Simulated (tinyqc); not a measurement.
MOSFET in saturation, small-signal circuit and noise: effect of the overlap and fringe capacitance per side on speed and noise.

Bias by the inversion coefficient IC = I/Ispec (charge-based model with velocity saturation; weak inversion below 0.1, strong above 10). Common-source circuit: gm, gds, Cgs, Cgd and Cj at the inner nodes, Rg in series with the gate; quasi-static, no source or drain resistance, no gate-body capacitance, no substrate network, no induced gate noise, so fmax is an upper estimate.

Ispec = 2 n mu Cox (W/L) Vt^2, lc = Ls/L, gms = [sqrt((lc IC + 1)^2 + 4 IC) - 1]/[2 + lc (lc IC + 1)], gm = gms Ispec/(n Vt), gds = sg gm. qs = [sqrt(1 + 4 IC) - 1]/2, Cgs = Cox W L qs (2 qs + 3)/(3 (qs + 1)^2) + Cov W, Cgd = Cov W, Cd = Cj W, Rg = Rsh (Wf/L)/(12 Nf) + Rc/W with Nf = W/Wf fingers (not rounded) contacted at both ends. fT = gm/(2 pi (Cgs + Cgd)), fmax = fT/(2 sqrt(Rg (gds + 2 pi fT Cgd))). Channel noise Sid = 4 kB T gam n gm with gam = (1/2 + (2/3) qs)/(1 + qs) + gw lc IC, qs = [sqrt(1 + 4 IC) - 1]/2, lc = Ls/L (the last term an empirical rise with velocity saturation); at the gate, white noise Sw = Sid/gm^2 + 4 kB T Rg. Number fluctuation with correlated mobility: S(f) = K/f, K = q^2 Vt lt Nt/(W L Cox^2) (1 + ac mu Cox I/gm)^2, Vt in eV with Nt per eV. Corner fc = K/Sw. IC is held fixed.

Parameters, values chosen for the exercise:
```
symbol,value,unit,meaning
T,400,K,temperature
L,350,nm,gate length
W,5,um,total gate width
Cox,1.93,uF/cm^2,gate capacitance
mu,190,cm^2/(V s),mobility
n,1.3,,slope factor
Ls,15,nm,velocity-saturation length
sg,0.0091,,ratio gds/gm
Cj,0.89,fF/um,drain junction capacitance
Rsh,15,ohm,sheet resistance of the gate
Wf,2,um,finger width
Rc,300,ohm um,gate contact and vertical resistance
IC,0.26,,inversion coefficient
gw,0.11,,short-channel excess of the noise factor
Nt,1.6e18,cm^-3 eV^-1,oxide trap density
lt,0.1,nm,tunnelling length into the oxide
ac,3000,V s/C,Coulomb scattering coefficient
```

Constants: q = 1.602176634e-19 C, kB = 1.380649e-23 J/K, Vt = kB T/q. Results are converted to the units shown.

The same in every row: I (uA) = 4.2075; Rg (ohm) = 62.857; sqrt(Sw) (nV/Hz^0.5) = 14.110; fc (MHz) = 1.2258.

Effect of the overlap and fringe capacitance per side on speed and noise:

| Cov (fF/um) | fT (GHz) | fmax (GHz) |
|---|---|---|
| 0.05 | 2.0088 | 64.508 |
| 0.15 | 1.7261 | 36.623 |
| 0.25 | 1.5132 | 26.900 |
| 0.35 | 1.3471 | 21.569 |
| 0.45 | 1.2138 | 18.113 |
| 0.55 | 1.1045 | 15.660 |
| 0.65 | 1.0133 | 13.816 |

What does the comparison show?

As Cov goes from 0.05 to 0.65 fF/um, fT falls from 2.01 to 1.01 GHz, fmax falls from 64.5 to 13.8 GHz, the white noise stays at 14.1 nV/Hz^0.5 and the corner stays at 1.23 MHz. In every row fmax exceeds 4 fT, where channel resistance and substrate losses, left out here, would cap it.

tinyqc, about 0.01 s, one thread, Intel Xeon 2.30GHz (shared host): `OMP_NUM_THREADS=1 python tinyqc.py 2150001 2150002 out.jsonl`
